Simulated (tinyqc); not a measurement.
The decay curve: photoconductance decay in a wafer: bulk and surface recombination modes, and iron detection by pair splitting. Computed by tinyqc, a small Python program. Command: `OMP_NUM_THREADS=1 python tinyqc.py 3113669 3113670 out.jsonl pcd walk`. One thread of a shared host (Intel(R) Xeon(R) Processor @ 2.30GHz), about 0.01 s of CPU time with the checks.

Both faces of the wafer have the same S; injection is low and all coefficients are constant. x runs from -W/2 to W/2.

Inputs (values chosen for the exercise, modelled on p-type silicon): thickness W = 150 micrometre; diffusivity D = 27 cm^2/s; bulk lifetime tau_b without iron = 250 microsecond; surface recombination velocity S = 13000 cm/s; absorption coefficient alpha = 290 1/cm.

Method:
- Even modes cos(a x) obey b tan b = S W/(2 D) with b = a W/2, odd modes sin(a x) obey -b cot b = S W/(2 D); each decays at the rate 1/tau_b + D a^2.
- tau_eff is the decay time of the first mode. The surface time is 1/(D a^2) of that mode; shortcuts for it are W/(2 S), W^2/(pi^2 D) and their sum, whose error is sum/surface time - 1.
- Light from one face makes n(x, 0) proportional to exp(-alpha (x + W/2)). Only even modes carry the thickness average: weight c_n = [sin b/b] int n cos(a x) dx / (int cos^2(a x) dx x mean n), with int exp(-alpha (x + W/2)) cos(a x) dx = [alpha cos b (1 - E) + a sin b (1 + E)]/(alpha^2 + a^2), E = exp(-alpha W), and int cos^2 = W/2 + sin(2 b)/(2 a).
- Mean density = sum_n c_n exp(-t/tau_n) over 60 modes; the local decay time is -1/(d ln n/dt).

W^2/(pi^2 D) = 0.844343 microsecond

tau_eff = 1.34757 microsecond

Decay:
```
t / (W^2/(pi^2 D))  t (microsecond)  mean density/start  local decay time (microsecond)
0.02                         0.0169             0.95445                          0.4257
0.05                         0.0422             0.90571                          0.5383
0.10                         0.0844             0.84494                          0.6767
0.20                         0.1689             0.75838                          0.8840
0.50                         0.4222             0.59910                          1.2250
1.00                         0.8443             0.43331                          1.3390
2.00                         1.6887             0.23140                          1.3475
```

What follows from these numbers?

The local decay time goes from 0.426 to 1.35 microsecond against tau_eff = 1.35. Early on higher modes speed the decay, so a fit must start late.
